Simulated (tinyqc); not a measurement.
UHF in the 6-31g basis, for H3-, spin multiplicity 1, step by step. The basis has no diffuse functions, so it cannot describe the extra electron: this is an exercise in the method, not the real anion. One step of it, computed by the program tinyqc.

Problem. Iteration 1: building the Fock matrix. J_ij = sum D_kl (ij|kl) with D = D(alpha) + D(beta), K_ij = sum D_kl (ik|jl) for each spin; F = H + J - K(s); E = tr D H + tr D J / 2 - 0.5 sum_s tr D(s) K(s) + E_nn.

D(alpha) at the start, lower triangle:
```
,1H 1s,1H 2s,2H 1s,2H 2s,3H 1s,3H 2s
1H 1s,0.308660
1H 2s,0.179969,0.212334
2H 1s,0.020321,0.028918,0.004051
2H 2s,0.142215,0.110550,0.013754,0.072633
3H 1s,-0.253231,-0.021636,0.003356,-0.084258,0.355610
3H 2s,-0.149971,0.056553,0.013012,-0.032055,0.291992,0.265929
```

D(beta) at the start, lower triangle:
```
,1H 1s,1H 2s,2H 1s,2H 2s,3H 1s,3H 2s
1H 1s,0.308660
1H 2s,0.179969,0.212334
2H 1s,-0.253231,-0.021636,0.355610
2H 2s,-0.149971,0.056553,0.291992,0.265929
3H 1s,0.020321,0.028918,0.003356,0.013012,0.004051
3H 2s,0.142215,0.110550,-0.084258,-0.032055,0.013754,0.072633
```

core Hamiltonian H = T + V (hartree), lower triangle:
```
,1H 1s,1H 2s,2H 1s,2H 2s,3H 1s,3H 2s
1H 1s,-1.079203
1H 2s,-1.022508,-1.179068
2H 1s,-0.259384,-0.481426,-0.873804
2H 2s,-0.517722,-0.751629,-0.887772,-0.994408
3H 1s,-0.259384,-0.481426,-0.002032,-0.064401,-0.873804
3H 2s,-0.517722,-0.751629,-0.064401,-0.220038,-0.887772,-0.994408
```

Two-electron integrals (ij|kl) in chemists' order, unique and non-zero (hartree):
```
i,j,k,l,(ij|kl)
1,1,1,1,1.076566
2,1,1,1,0.578470
2,1,2,1,0.329423
2,2,1,1,0.587396
2,2,2,1,0.361304
2,2,2,2,0.453150
3,1,1,1,0.080121
3,1,2,1,0.048009
3,1,2,2,0.056800
3,1,3,1,0.011306
3,2,1,1,0.146915
3,2,2,1,0.093714
3,2,2,2,0.125826
3,2,3,1,0.024936
3,2,3,2,0.068530
3,3,1,1,0.409652
3,3,2,1,0.267539
3,3,2,2,0.380563
3,3,3,1,0.080121
3,3,3,2,0.254089
3,3,3,3,1.076566
4,1,1,1,0.254089
4,1,2,1,0.146182
4,1,2,2,0.162951
4,1,3,1,0.024936
4,1,3,2,0.050196
4,1,3,3,0.146915
4,1,4,1,0.068530
4,2,1,1,0.320788
4,2,2,1,0.200355
4,2,2,2,0.260182
4,2,3,1,0.039690
4,2,3,2,0.097977
4,2,3,3,0.320788
4,2,4,1,0.097977
4,2,4,2,0.174301
4,3,1,1,0.267539
4,3,2,1,0.173710
4,3,2,2,0.244833
4,3,3,1,0.048009
4,3,3,2,0.146182
4,3,3,3,0.578470
4,3,4,1,0.093714
4,3,4,2,0.200355
4,3,4,3,0.329423
4,4,1,1,0.380563
4,4,2,1,0.244833
4,4,2,2,0.342295
4,4,3,1,0.056800
4,4,3,2,0.162951
4,4,3,3,0.587396
4,4,4,1,0.125826
4,4,4,2,0.260182
4,4,4,3,0.361304
4,4,4,4,0.453150
5,1,1,1,0.080121
5,1,2,1,0.048009
5,1,2,2,0.056800
5,1,3,1,0.005208
5,1,3,2,0.010619
5,1,3,3,0.030727
5,1,4,1,0.018741
5,1,4,2,0.026271
5,1,4,3,0.020222
5,1,4,4,0.030431
5,1,5,1,0.011306
5,2,1,1,0.146915
5,2,2,1,0.093714
5,2,2,2,0.125826
5,2,3,1,0.010619
5,2,3,2,0.023103
5,2,3,3,0.068529
5,2,4,1,0.036726
5,2,4,2,0.056960
5,2,4,3,0.045109
5,2,4,4,0.068342
5,2,5,1,0.024936
5,2,5,2,0.068530
5,3,1,1,0.000328
5,3,2,1,0.000183
5,3,2,2,0.000193
5,3,3,1,0.000026
5,3,3,2,0.000049
5,3,3,3,0.000138
5,3,4,1,0.000081
5,3,4,2,0.000106
5,3,4,3,0.000090
5,3,4,4,0.000128
5,3,5,1,0.000026
5,3,5,2,0.000049
5,3,5,3,1.03e-07
5,4,1,1,0.017416
5,4,2,1,0.010802
5,4,2,2,0.013651
5,4,3,1,0.001219
5,4,3,2,0.002571
5,4,3,3,0.007527
5,4,4,1,0.004261
5,4,4,2,0.006317
5,4,4,3,0.004953
5,4,4,4,0.007468
5,4,5,1,0.002611
5,4,5,2,0.006407
5,4,5,3,0.000006
5,4,5,4,0.000638
5,5,1,1,0.409652
5,5,2,1,0.267539
5,5,2,2,0.380563
5,5,3,1,0.030727
5,5,3,2,0.068529
5,5,3,3,0.205426
5,5,4,1,0.104590
5,5,4,2,0.168608
5,5,4,3,0.135230
5,5,4,4,0.205349
5,5,5,1,0.080121
5,5,5,2,0.254089
5,5,5,3,0.000138
5,5,5,4,0.021888
5,5,5,5,1.076566
6,1,1,1,0.254089
6,1,2,1,0.146182
6,1,2,2,0.162951
6,1,3,1,0.018741
6,1,3,2,0.036726
6,1,3,3,0.104590
6,1,4,1,0.061713
6,1,4,2,0.084131
6,1,4,3,0.068504
6,1,4,4,0.099845
6,1,5,1,0.024936
6,1,5,2,0.050196
6,1,5,3,0.000081
6,1,5,4,0.005640
6,1,5,5,0.146915
6,1,6,1,0.068530
6,2,1,1,0.320788
6,2,2,1,0.200355
6,2,2,2,0.260182
6,2,3,1,0.026271
6,2,3,2,0.056960
6,2,3,3,0.168608
6,2,4,1,0.084131
6,2,4,2,0.131661
6,2,4,3,0.110441
6,2,4,4,0.163396
6,2,5,1,0.039690
6,2,5,2,0.097977
6,2,5,3,0.000106
6,2,5,4,0.009909
6,2,5,5,0.320788
6,2,6,1,0.097977
6,2,6,2,0.174301
6,3,1,1,0.017416
6,3,2,1,0.010802
6,3,2,2,0.013651
6,3,3,1,0.002611
6,3,3,2,0.006407
6,3,3,3,0.021888
6,3,4,1,0.005640
6,3,4,2,0.009909
6,3,4,3,0.012947
6,3,4,4,0.015104
6,3,5,1,0.001219
6,3,5,2,0.002571
6,3,5,3,0.000006
6,3,5,4,0.000290
6,3,5,5,0.007527
6,3,6,1,0.004261
6,3,6,2,0.006317
6,3,6,3,0.000638
6,4,1,1,0.086905
6,4,2,1,0.053455
6,4,2,2,0.067043
6,4,3,1,0.008403
6,4,3,2,0.018616
6,4,3,3,0.056304
6,4,4,1,0.024109
6,4,4,2,0.038494
6,4,4,3,0.036223
6,4,4,4,0.050642
6,4,5,1,0.008403
6,4,5,2,0.018616
6,4,5,3,0.000029
6,4,5,4,0.002020
6,4,5,5,0.056304
6,4,6,1,0.024109
6,4,6,2,0.038494
6,4,6,3,0.002020
6,4,6,4,0.009919
6,5,1,1,0.267539
6,5,2,1,0.173710
6,5,2,2,0.244833
6,5,3,1,0.020222
6,5,3,2,0.045109
6,5,3,3,0.135230
6,5,4,1,0.068504
6,5,4,2,0.110441
6,5,4,3,0.089020
6,5,4,4,0.135112
6,5,5,1,0.048009
6,5,5,2,0.146182
6,5,5,3,0.000090
6,5,5,4,0.012947
6,5,5,5,0.578470
6,5,6,1,0.093714
6,5,6,2,0.200355
6,5,6,3,0.004953
6,5,6,4,0.036223
6,5,6,5,0.329423
6,6,1,1,0.380563
6,6,2,1,0.244833
6,6,2,2,0.342295
6,6,3,1,0.030431
6,6,3,2,0.068342
6,6,3,3,0.205349
6,6,4,1,0.099845
6,6,4,2,0.163396
6,6,4,3,0.135112
6,6,4,4,0.204255
6,6,5,1,0.056800
6,6,5,2,0.162951
6,6,5,3,0.000128
6,6,5,4,0.015104
6,6,5,5,0.587396
6,6,6,1,0.125826
6,6,6,2,0.260182
6,6,6,3,0.007468
6,6,6,4,0.050642
6,6,6,5,0.361304
6,6,6,6,0.453150
```

nuclear repulsion = 1.02712968 hartree

Give: Coulomb J; exchange K(alpha); exchange K(beta); F(alpha); F(beta); total energy of this density.

Solution.

Coulomb J (hartree), lower triangle:
```
,1H 1s,1H 2s,2H 1s,2H 2s,3H 1s,3H 2s
1H 1s,2.3301
1H 2s,1.3958,1.7272
2H 1s,0.2318,0.5544,1.8743
2H 2s,0.6326,1.0259,1.1400,1.4589
3H 1s,0.2318,0.5544,0.0008,0.0567,1.8743
3H 2s,0.6326,1.0259,0.0567,0.2555,1.1400,1.4589
```

exchange K(alpha) (hartree), lower triangle:
```
,1H 1s,1H 2s,2H 1s,2H 2s,3H 1s,3H 2s
1H 1s,0.6547
1H 2s,0.4929,0.4971
2H 1s,0.1674,0.1703,0.1350
2H 2s,0.3114,0.2975,0.1635,0.2415
3H 1s,0.0460,0.2489,0.0037,0.0271,0.7835
3H 2s,0.2030,0.3382,0.0530,0.1148,0.5507,0.4852
```

exchange K(beta) (hartree), lower triangle:
```
,1H 1s,1H 2s,2H 1s,2H 2s,3H 1s,3H 2s
1H 1s,0.6547
1H 2s,0.4929,0.4971
2H 1s,0.0460,0.2489,0.7835
2H 2s,0.2030,0.3382,0.5507,0.4852
3H 1s,0.1674,0.1703,0.0037,0.0530,0.1350
3H 2s,0.3114,0.2975,0.0271,0.1148,0.1635,0.2415
```

F(alpha) (hartree), lower triangle:
```
,1H 1s,1H 2s,2H 1s,2H 2s,3H 1s,3H 2s
1H 1s,0.5962
1H 2s,-0.1196,0.0510
2H 1s,-0.1950,-0.0973,0.8655
2H 2s,-0.1966,-0.0232,0.0887,0.2229
3H 1s,-0.0736,-0.1759,-0.0050,-0.0348,0.2170
3H 2s,-0.0881,-0.0639,-0.0607,-0.0793,-0.2985,-0.0207
```

F(beta) (hartree), lower triangle:
```
,1H 1s,1H 2s,2H 1s,2H 2s,3H 1s,3H 2s
1H 1s,0.5962
1H 2s,-0.1196,0.0510
2H 1s,-0.0736,-0.1759,0.2170
2H 2s,-0.0881,-0.0639,-0.2985,-0.0207
3H 1s,-0.1950,-0.0973,-0.0050,-0.0607,0.8655
3H 2s,-0.1966,-0.0232,-0.0348,-0.0793,0.0887,0.2229
```

total energy of this density = -1.154162 hartree
